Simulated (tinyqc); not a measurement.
## Bulk resistivity and mean free path from two films

Problem. In the thick-film limit single-crystal films obey rho = rho0 (1 + 3 (1 - ps) lam/(8 d)). Find rho0, lam and the product rho0 lam.

Values chosen for this exercise:
```
symbol,value,unit,meaning
ps,0.2,,specular share of surface scattering
```

rho at d = 31 and 100 nm (uohm cm): [5.9534323, 5.4266640]

Answer. rho is a straight line in 1/d: the intercept is rho0 and the slope (3/8)(1 - ps) rho0 lam. Without ps only the product (1 - ps) lam could be found.

rho0 = 5.190 uohm cm
lam = 15.20 nm
rho0 lam = 78.89 uohm cm nm

tinyqc, about 0.01 s, one thread, Intel Xeon 2.30GHz (shared host): `OMP_NUM_THREADS=1 python tinyqc.py 2100165 2100166 out.jsonl`
